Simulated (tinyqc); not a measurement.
MOS inversion layer, Poisson-Schroedinger loop: course of the self-consistent loop.

Electrons confined at an insulator interface at z = 0, treated as a hard wall; parabolic valleys, Hartree approximation, no image or exchange terms. The depletion charge lies far deeper than the electrons and gives a uniform field q Nd/(eps0 eps_r); the gate balances all charge. Energies are counted from the band edge at the interface.

V0 = q Nd z/(eps0 eps_r) in eV.

Tridiagonal Hamiltonian with psi = 0 one step beyond both ends: H_ii = C (1/m_(i-1/2) + 1/m_(i+1/2))/hz^2 + V0_i + U_i, H_(i,i+1) = -C/(m_(i+1/2) hz^2), C = hbar^2/(2 m0). The lowest 2 level(s) are kept, normalised to hz sum |psi|^2 = 1. The mass is the same on all intervals.

Level k holds N_k = D_k Vt ln(1 + exp((EF - E_k)/Vt)) with D = 3 md1 m0 q/(pi hbar^2) per eV (spin included); EF is fixed by sum N_k = Ns.

n_i = sum_k N_k |psi_k|^2 (converted to cm^-3). Hartree part by Gauss: on the interval before node i the electrons still beyond are S_i = Ns - hz sum_(j<i) n_j, and U_i = U_(i-1) + q S_i hz/(eps0 eps_r) in eV, U_0 = 0 at the interface. Mixing: U(new) = U + a (U(out) - U).

Start from U = 0. Stop when the largest |U(out) - U| is below 1e-7 eV, or after 120 rounds.

Parameters, values chosen for the exercise; masses and permittivity close to those of 4H silicon carbide (0001):
```
symbol,value,unit,meaning
T,200,K,temperature
eps_r,9.61,,relative permittivity
mz1,0.334,m0,mass along z of valley set A (3 valley(s))
md1,0.426,m0,in-plane density-of-states mass of set A
Ns,2.6e12,cm^-2,sheet density of electrons
Nd,1.6e11,cm^-2,sheet density of depletion charge
hz,1.1,nm,mesh step
a,1,,mixing factor
```

Constants: q = 1.602176634e-19 C, kB = 1.380649e-23 J/K, hbar = 1.054571817e-34 J s, m0 = 9.1093837015e-31 kg, Vt = kB T/q, eps0 = 8.8541878128e-14 F/cm where lengths are in cm, hbar^2/(2 m0) = 0.0380998212 eV nm^2. Results are converted to the units shown.

z, node 1 to 14 (nm): 1.1  2.2  3.3  4.4  5.5  6.6  7.7  8.8  9.9  11  12.1  13.2  14.3  15.4

Course of the iteration:
```
round  level A1 (eV)      EF (eV)  largest |U(out) - U| (eV)
1          0.0235669  -0.00182388                      0.294
2           0.150697     0.131299                      0.195
3           0.116781    0.0918420                      0.144
4           0.146336     0.126807                      0.137
5           0.120994    0.0964441                      0.122
6           0.144925     0.125323                      0.119
7           0.122478    0.0981254                      0.113
8           0.144306     0.124667                      0.112
9           0.123149    0.0988981                      0.109
...              ...          ...                        ...
112         0.143648     0.123963                      0.104
113         0.123876    0.0997464                      0.104
114         0.143648     0.123963                      0.104
115         0.123876    0.0997464                      0.104
116         0.143648     0.123963                      0.104
117         0.123876    0.0997464                      0.104
118         0.143648     0.123963                      0.104
119         0.123876    0.0997464                      0.104
120         0.143648     0.123963                      0.104
```

Did this iteration meet its convergence test, and what does its course show?

No. Not converged within 120 rounds: the residual has levelled off at one value. The lowest level moves up and down in turn: each round overcorrects the one before. Reruns converge within the same cap with Anderson mixing of depth 4 with a = 0.5 (11 rounds) and with plain mixing with a = 0.5 (21 rounds).

Computed by the program tinyqc: `OMP_NUM_THREADS=1 python tinyqc.py 2160170 2160171 out.jsonl`, one thread of a shared Intel Xeon 2.30GHz, about 0.7 s for the whole run.
